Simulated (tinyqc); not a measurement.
# Floating body of a partially depleted SOI transistor: body voltage and kink, step by step

Program tinyqc, `OMP_NUM_THREADS=1 python tinyqc.py 2182170 2182171 out.jsonl`; Intel Xeon 2.30GHz, shared host, one thread, about 0.2 s. Printed values are rounded.

Source at 0 V. Channel current Ic = 2 nf K Vt^2 [F(0) - F(Vd)](1 + la Vd), F(V) = ln^2(1 + exp((Vg - VT - nf V)/(2 nf Vt))), VT = VT0 - gb Vb. Saturation voltage Vs = 2 Vt sqrt(F(0)) + 3 Vt, excess Ve = (Vd - Vs + sqrt((Vd - Vs)^2 + 0.0004 V^2))/2, multiplication M1 = Ai Ve exp(-Bl/Ve). Each junction passes D(v) = J1 (exp(v/Vt) - 1) + J2 (exp(v/(2 Vt)) - 1). Bipolar current Ib = bb J1 (exp(Vb/Vt) - 1). The body settles where M1 (Ic + Ib) = D(Vb) + D(Vb - Vd) + Vb/Rb; drain current Id = (1 + M1)(Ic + Ib) - D(Vb - Vd).

Values chosen for this exercise; values of the order met in partially depleted silicon-on-insulator transistors:

| symbol | value | unit | meaning |
|---|---|---|---|
| T | 330 | K | temperature |
| VT0 | 0.35 | V | threshold at zero body voltage |
| gb | 0.24 |  | fall of the threshold per volt of body voltage |
| nf | 1.46 |  | slope factor |
| K | 100 | uA/(V^2 um) | gain factor per width |
| la | 0.09 | 1/V | channel-length modulation factor |
| Ai | 1.11 | 1/V | impact-ionisation prefactor |
| Bl | 4.4 | V | impact-ionisation voltage |
| J1 | 2.2e-11 | uA/um | diffusion saturation current of each junction |
| J2 | 2.2e-8 | uA/um | recombination saturation current of each junction |
| bb | 3 |  | gain of the lateral bipolar transistor on the diffusion current |
| Rb | 1e9 | kohm um | resistance of a weak body tie to the source (1e9 stands for no tie, and the term is then dropped) |
| Vg | 0.25 | V | gate voltage |
| Vd | 1.2 | V | drain voltage |

Constants: q = 1.602176634e-19 C, kB = 1.380649e-23 J/K, Vt = kB T/q. Results are converted to the units shown.

Range of the model: The multiplication law is an empirical form chosen for the exercise; self-heating and capacitive coupling to the body are left out, and the linear laws are rough once Vb passes about 0.7 V or M1 about 0.1.

## Starting value

Vb = 0.64 V.

Vb at the start = 0.64 V

## Iteration 1: new Vb

Current into the body I_in = M1 (Ic + Ib) - D(Vb - Vd), current out I_out = D(Vb) + Vb/Rb; f = ln(I_in/I_out), s = df/dVb by central differences over 1e-5 V, Vb(new) = Vb - f/s.

Ic = 0.297925 uA/um
Ve = 1.05409 V
M1 = 0.0180039
I_in = 0.0124274 uA/um
I_out = 0.132475 uA/um
f = -2.36649
s = -13.9481 1/V
Vb after iteration 1 = 0.470336 V

## Iteration 2: new Vb

As before.

Ic = 0.156623 uA/um
Ve = 1.07078 V
M1 = 0.0195180
I_in = 0.00307662 uA/um
I_out = 4.21159e-4 uA/um
f = 1.98858
s = -27.7805 1/V
Vb after iteration 2 = 0.541918 V

## Course of the iteration

Stop when the step is below 1e-10 V, or after 40 iterations.

Course of the iteration:

| iteration | Vb before the step (V) | step (V) |
|---|---|---|
| 1 | 0.64 | -0.170 |
| 2 | 0.470336 | 0.0716 |
| 3 | 0.541918 | -2.42e-3 |
| 4 | 0.539501 | 2.86e-6 |
| 5 | 0.539504 | 3.61e-12 |

Converged in 5 iterations.

## Drain current with floating and with grounded body

converged Vb = 0.539504 V

Id and VT at the converged Vb, Id at Vb = 0, their ratio, and the bipolar share Ib/(Ic + Ib).

VT = 0.220519 V
Id, floating = 0.221099 uA/um
Id, grounded = 0.0184020 uA/um
ratio = 12.0150
bipolar share = 5.27762 %

The body rises to 0.540 V and lowers the threshold by 129 mV.
